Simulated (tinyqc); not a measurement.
Transmission around the level: tunnelling through a thin dielectric with one trap, as a tight-binding chain.

Hopping -t everywhere, t = c/(m a^2), c = hbar^2/2m0; lead sites at 2t (band bottom 0), barrier sites 1 to N at 2t + phi, and site j has U besides. No voltage. Leads give S = -t exp(ika) on sites 1 and N, cos(ka) = 1 - E/(2t). T = (2 t sin(ka))^2 |G_1N|^2, G = (E - H - S)^-1. In the barrier cosh(q a) = 1 + (phi - E)/(2t).

Resonance: the lowest eigenvalue of H + S(E), iterated until its real part equals E (40 rounds from Eb = phi + 2t - sqrt(4t^2 + U^2), the level in an endless barrier). With v the normalised squared amplitudes of that state, Gamma_L = 2 t sin(ka) v_1, Gamma_R = 2 t sin(ka) v_N; Breit-Wigner T = Gamma_L Gamma_R/((E - Er)^2 + (Gamma_L + Gamma_R)^2/4).

Constants: hbar^2/2m0 = 3.80998211 eV angstrom^2.

Inputs chosen for the exercise (barrier and mass of the size used for SiO2 on silicon; the results hold for these values, not for the real material): a = 3 angstrom (site spacing); m = 0.42 m0 (mass, the same in leads and barrier); phi = 2.89 eV (conduction edge of the barrier above that of the leads); N = 11 (barrier sites); j = 5 (site of the trap); U = -3.56 eV (extra energy on the trap site).

Er = 0.81474 eV

widths (meV): left 0.037500, right 0.00018071

Energies Er + x (Gamma_L + Gamma_R).

T:

| x | E (eV) | chain | Breit-Wigner | no trap |
|---|---|---|---|---|
| -8.0 | 0.8144 | 7.42e-05 | 7.43e-05 | 7.05e-13 |
| -3.0 | 0.8146 | 0.000516 | 0.000516 | 7.06e-13 |
| -1.0 | 0.8147 | 0.00382 | 0.00382 | 7.06e-13 |
| -0.5 | 0.8147 | 0.00954 | 0.00955 | 7.06e-13 |
| 0.0 | 0.8147 | 0.0191 | 0.0191 | 7.06e-13 |
| 0.5 | 0.8148 | 0.00955 | 0.00955 | 7.06e-13 |
| 1.0 | 0.8148 | 0.00382 | 0.00382 | 7.06e-13 |
| 3.0 | 0.8148 | 0.000516 | 0.000516 | 7.07e-13 |
| 8.0 | 0.8150 | 7.44e-05 | 7.43e-05 | 7.08e-13 |

What can be read from this table?

At Er the chain gives 0.0191, 2.7e+10 times the value without trap, and Breit-Wigner 0.0191. In the wings the single pole gives 1 times the chain value at x = -8 and 0.998 times at x = 8, because the widths and the level shift change with energy.

Computed by tinyqc, a small Python program: `OMP_NUM_THREADS=1 python tinyqc.py 1481855 1481856 out.jsonl` (the numbers bound the seed that draws the inputs); one thread of a shared host (Intel(R) Xeon(R) Processor @ 2.30GHz), about 0.07 s for the whole set of steps.
